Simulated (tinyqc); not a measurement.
What moves the results: quantum-confined Stark effect in a modulator well. A value that a table varies takes the place of the one given here.

Envelopes on cells of 0.5 angstrom over the well |z| < L/2 and 45 angstrom of barrier on each side, psi = 0 beyond, psi'/m continuous (mean mass between points), c = hbar^2/2m0. The electron sees + e F z and the hole - e F z, each with its offset in the barriers; 1 kV/cm = 1e-5 eV/angstrom. Light holes, band mixing and escape by tunnelling are left out.

Exciton: in-plane function exp(-rho/lam), 1/mu = 1/me + 1/mp, E(lam) = c/(mu lam^2) - (q/eps) times the integral over k of Fm(k)(1 + (k lam/2)^2)^(-3/2), Fm(k) the double integral of psi_e^2 psi_h^2 exp(-k |z - z'|), q = e^2/(4 pi eps0); binding Eb = -E at the minimum. Line at Eg + E_e + E_h - Eb, strength proportional to overlap^2/lam^2.

Constants: hbar^2/2m0 = 3.80998211 eV angstrom^2; e^2/(4 pi eps0) = 14.39964547 eV angstrom; hc = 1239.841984 eV nm.

Inputs chosen for the exercise (near those of a GaAs well in AlGaAs; shifted at random, so the results belong to these values and not to a real crystal):
- L = 116 angstrom (well width)
- Vc = 0.262 eV (conduction offset)
- Vv = 0.131 eV (heavy-hole offset)
- me = 0.0667 m0 (electron, well)
- meb = 0.0929 m0 (electron, barrier)
- mh = 0.363 m0 (heavy hole along z, well)
- mhb = 0.374 m0 (heavy hole, barrier)
- Eg = 1.431 eV (gap of the well)
- mp = 0.158 m0 (heavy hole in the plane)
- eps = 12.7 (dielectric constant)
- Fs = (0, 16, 33, 49, 68, 88, 109) kV/cm (fields)
- Ls = (50, 66, 84, 104, 126, 150, 170) angstrom (widths)
- F_L = 59 kV/cm (field for this table)
- F = 59 kV/cm (field)

## Raising the field

All quantities anew; shifts from zero field.

Results:
```
F (kV/cm),dE_e (meV),dE_h (meV),Eb (meV),line shift (meV),overlap^2,relative strength
0,0.00,0.00,8.16,0.00,0.989,1.000
16,-0.26,-0.87,8.00,-0.96,0.918,0.898
33,-1.11,-3.44,7.59,-3.97,0.748,0.673
49,-2.42,-6.97,7.16,-8.39,0.582,0.477
68,-4.60,-12.12,6.71,-15.27,0.419,0.308
88,-7.56,-18.32,6.32,-24.04,0.292,0.194
109,-11.34,-25.47,5.98,-34.63,0.198,0.120
```

The line shift grows with exponent 1.96 in F at low field and 1.71 at the end, as the carriers come up against opposite walls and the dipole begins to saturate. The hole gives 77 % of the level shift in the second row and 69 % in the last. The largest shift is 4.2 times the zero-field binding, yet 73 % of the binding survives, since the walls stop the field from pulling the pair apart. Half the strength is gone between 33 and 49 kV/cm.

## Width of the well

Zero-field line, its shift at F_L and the relative strength.

Results:
```
L (angstrom),line at F = 0 (nm),Eb (meV),shift (meV),relative strength,shift x strength (meV)
50,815.4,9.88,-1.38,0.961,1.32
66,831.4,9.40,-2.62,0.898,2.35
84,842.4,8.91,-4.94,0.753,3.72
104,850.0,8.42,-8.82,0.520,4.59
126,855.2,7.96,-14.66,0.278,4.08
150,858.8,7.53,-22.75,0.112,2.55
170,860.9,7.21,-30.66,0.045,1.38
```

The shift grows with exponent 2.32 in L over the first two rows and 2.39 over the last two, against 4 for hard walls at second order; leakage lowers it in narrow wells and saturation in wide ones. The strength falls from 0.96 to 0.04, and the product of the two is largest at 104 angstrom.

## What each parameter does

Zero-field line, shift at F, overlap^2 and Eb at F. Each row changes one parameter from the base and keeps the others.

Results:
```
case,line (nm),shift (meV),overlap^2,Eb (meV)
base,853.1,-11.81,0.491,6.92
L = 106 angstrom,850.5,-9.29,0.597,7.41
F = 47 kV/cm,853.1,-7.76,0.601,7.21
Vc = 0.21 eV,853.8,-12.18,0.476,6.83
Vv = 0.164 eV,853.0,-11.38,0.507,6.99
me = 0.0767 m0,854.6,-11.75,0.477,7.29
mh = 0.309 m0,852.7,-11.47,0.519,6.95
eps = 11.4,854.0,-11.52,0.491,8.19
```

The largest shifts from the base row, up to three for each result and ties (the steps differ in size, so this ranks the rows, not the parameters). line (nm): L -2.6, me +1.4, eps +0.9; unchanged at the printed digits by F. shift (meV): F +4.05, L +2.52, Vv +0.43. overlap^2: F +0.111, L +0.106, mh +0.028; unchanged at the printed digits by eps. Eb (meV): eps +1.27, L +0.49, me +0.37.

Computed by tinyqc, a small Python program: `OMP_NUM_THREADS=1 python tinyqc.py 1280399 1280400 out.jsonl` (the numbers bound the seed that draws the inputs); one thread of a shared host (Intel(R) Xeon(R) Processor @ 2.30GHz), about 0.1 s for the whole set of steps.
